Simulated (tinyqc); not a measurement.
Density and mobility of a removed layer (differential Hall).

Problem. For layers in parallel the sheet conductance g = 1/Rs and the product g mu_H (mu_H signed, unit Hall factors) are additive. Find the sheet density and mobility of the layer that was removed, and its share of the conductance.

Constants: q = 1.602176634e-19 C. Results are converted to the units shown.

Rs before and after removing the top layer (ohm/square): 27568.503  79814.694
apparent mobility before and after, signed (cm^2/(V s)): 142.96731  340

Solution. The differences give g1 = q n mu and g1 mu = q n mu^2; their ratio is mu and g1^2/(q g1 mu) is n.

sheet density = 3.800e12 cm^-2
mobility = 39.00 cm^2/(V s)
share of the conductance = 65.46 %

Program tinyqc, `OMP_NUM_THREADS=1 python tinyqc.py 2850230 2850231 out.jsonl`; Intel Xeon 2.30GHz, shared host, one thread, about 0.01 s.
